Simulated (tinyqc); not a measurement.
Diffusion length from constant photovoltage.

Problem. In a thick sample with a thin depletion layer the excess density at its edge goes as flux/(1/alpha + L), so the flux needed for a fixed surface photovoltage is proportional to 1/alpha + L. Find L.

photon flux for the same photovoltage at absorption coefficients 78 and 960 1/cm (relative units): 180.20513  62.416667

Answer. The line of flux against 1/alpha meets zero at -L.

slope against 1/alpha = 1.00 1/um
L = 52.0 um

tinyqc, about 0.01 s, one thread, Intel Xeon 2.30GHz (shared host): `OMP_NUM_THREADS=1 python tinyqc.py 2430060 2430061 out.jsonl`
